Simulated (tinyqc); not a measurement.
Changing the doping N: current of a Schottky diode by thermionic-emission-diffusion theory, and its read-back from I-V-T and C-V data. Computed by tinyqc, a small Python program. Command: `OMP_NUM_THREADS=1 python tinyqc.py 3008595 3008596 out.jsonl schottky sweep`. One thread of a shared host (Intel(R) Xeon(R) Processor @ 2.30GHz), about 0.01 s of CPU time with the checks.

Full ionisation, no tunnelling, no recombination current. V is the voltage across the junction itself, forward positive.

Inputs (values chosen for the exercise, modelled on n-type GaAs):

| quantity | value | unit |
|---|---|---|
| Richardson constant A* | 8.28 | A/(cm^2 K^2) |
| effective density of states at 300 K, N_c | 4.6e+17 | 1/cm^3 |
| permittivity eps | 12.9 | - |
| mobility mu | 7000 | cm^2/(V s) |
| barrier without image force phi_0 | 0.726 | eV |
| series resistance R_s | 0.22 | milliohm cm^2 |
| junction voltage V | 0.23 | V |
| temperature T | 300 | K |

Barrier: uniform.

Constants: k_B = 8.617333262e-05 eV/K; e = 1.602176634e-19 C; eps_0 = 8.8541878128e-12 F/m.

Method:
- N_c(T) = N_c (T/300 K)^(3/2); V_bi = phi_0 - (k_B T/e) ln(N_c(T)/N); surface field F = sqrt(2 e N (V_bi - V - k_B T/e)/(eps eps_0)); image lowering d_phi = sqrt(e F/(4 pi eps eps_0)); effective barrier phi = phi_0 - d_phi.
- Collection velocity v_R = A* T^2/(e N_c(T)); diffusion velocity v_D = mu F; J = e N_c(T) v_R/(1 + v_R/v_D) exp(-phi/k_B T) [exp(e V/k_B T) - 1].
- Terminal voltage V + J R_s.
- Ideality n = (e/k_B T)/(d ln J/dV) by a central difference of +/- 1 mV; J_0 = J exp(-e V/(n k_B T)); apparent barrier phi_IV = k_B T ln(A* T^2/J_0); a C-V plot gives phi_CV = phi_0, the mean without lowering.

One run for each value:

| doping N (1/cm^3) | ideality factor n | image lowering (meV) | current density J (A/cm^2) | v_D (cm/s) |
|---|---|---|---|---|
| 1.00e+14 | 1.0239 | 5.449 | 0.002773 | 1.8617e+07 |
| 2.30e+14 | 1.0185 | 6.849 | 0.003361 | 2.9414e+07 |
| 5.50e+14 | 1.0151 | 8.687 | 0.003996 | 4.7322e+07 |
| 1.30e+15 | 1.0135 | 10.968 | 0.004671 | 7.5435e+07 |
| 3.00e+15 | 1.0131 | 13.742 | 0.005433 | 1.1842e+08 |
| 7.10e+15 | 1.0138 | 17.317 | 0.006426 | 1.8805e+08 |
| 1.70e+16 | 1.0154 | 21.869 | 0.007812 | 2.9991e+08 |
| 3.90e+16 | 1.0176 | 27.282 | 0.009745 | 4.6675e+08 |
| 9.20e+16 | 1.0207 | 34.263 | 0.012866 | 7.3619e+08 |

Describe and explain the trends.

Over the rows, ideality factor n goes from 1.02 through a minimum among these rows, 1.01 at 3.00e15, to 1.02; image lowering (meV) rises from 5.45 to 34.3 (exponent d ln y / d ln x about 0.27 throughout); current density J (A/cm^2) rises from 0.00277 to 0.0129 (exponent d ln y / d ln x 0.23 between the first rows and 0.32 between the last). The exponent of image lowering stays between 0.27 and 0.27, near 0.25: F grows as N^(1/2) and the lowering as F^(1/2). Tunnelling, left out, adds to n at the high end.

Extremes, crossings and ranges named in words are read from the listed rows.
